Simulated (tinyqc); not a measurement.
Graded (staircase) quantum well by finite differences: one step. The tridiagonal Hamiltonian. Two cases, with inputs chosen for the exercise.

Problem. Form the diagonal and the neighbouring elements; V in the grid already includes the field.

Finite differences on points z_i at the centres of cells of width h: H_ii = (c/h^2)(1/m_(i-1/2) + 1/m_(i+1/2)) + V_i, H_(i,i+1) = -(c/h^2)/m_(i+1/2), where m_(i+1/2) is the mean of the masses at the two points (the end values are repeated outwards), psi = 0 on the points beyond both ends, c = hbar^2/2m0. The field adds e F (z - z0) with z0 the middle of the structure; 1 kV/cm = 1e-5 eV/angstrom.

Constants: hbar^2/2m0 = 3.80998211 eV angstrom^2.

Give: diagonal H_ii; H_(i,i+1).

Case 1.

Values chosen (out of a larger set: near those of an InGaAs well in InP; not measured data): h = 25 angstrom (cell width of the coarse grid).

Grid:
```
i   z (angstrom)    V (eV)    m (m0)
1         12.500  0.246000  0.083900
2         37.500  0.246000  0.083900
3         62.500  0.246000  0.083900
4         87.500  0.246000  0.083900
5        112.500  0.109000  0.060100
6        137.500  0.027000  0.045900
7        162.500  0.000000  0.041100
8        187.500  0.027000  0.045900
9        212.500  0.109000  0.060100
10       237.500  0.246000  0.083900
11       262.500  0.246000  0.083900
12       287.500  0.246000  0.083900
13       312.500  0.246000  0.083900
```

Solution.

diagonal H_ii (eV): 0.3913  0.3913  0.3913  0.4033  0.3087  0.2822  0.2803  0.2822  0.3087  0.4033  0.3913  0.3913  0.3913

H_(i,i+1) (eV): -0.0727  -0.0727  -0.0727  -0.0847  -0.1150  -0.1401  -0.1401  -0.1150  -0.0847  -0.0727  -0.0727  -0.0727

Case 2.

Values chosen (out of a larger set: near those of a non-polar GaN well in AlGaN; not measured data): h = 7 angstrom (cell width of the coarse grid).

Grid:
```
i   z (angstrom)    V (eV)    m (m0)
1          3.500  0.735000  0.259000
2         10.500  0.735000  0.259000
3         17.500  0.735000  0.259000
4         24.500  0.735000  0.259000
5         31.500  0.327000  0.229600
6         38.500  0.082000  0.211900
7         45.500  0.000000  0.206000
8         52.500  0.082000  0.211900
9         59.500  0.327000  0.229600
10        66.500  0.735000  0.259000
11        73.500  0.735000  0.259000
12        80.500  0.735000  0.259000
13        87.500  0.735000  0.259000
```

Solution.

diagonal H_ii (eV): 1.3354  1.3354  1.3354  1.3535  0.9975  0.8064  0.7442  0.8064  0.9975  1.3535  1.3354  1.3354  1.3354

H_(i,i+1) (eV): -0.3002  -0.3002  -0.3002  -0.3183  -0.3522  -0.3721  -0.3721  -0.3522  -0.3183  -0.3002  -0.3002  -0.3002

Computed by tinyqc, one run a case: `OMP_NUM_THREADS=1 python tinyqc.py N N+1 out.jsonl` with N = 1282393, 1282536; one thread of a shared Intel(R) Xeon(R) Processor @ 2.30GHz, about 0.01 s a run at most.
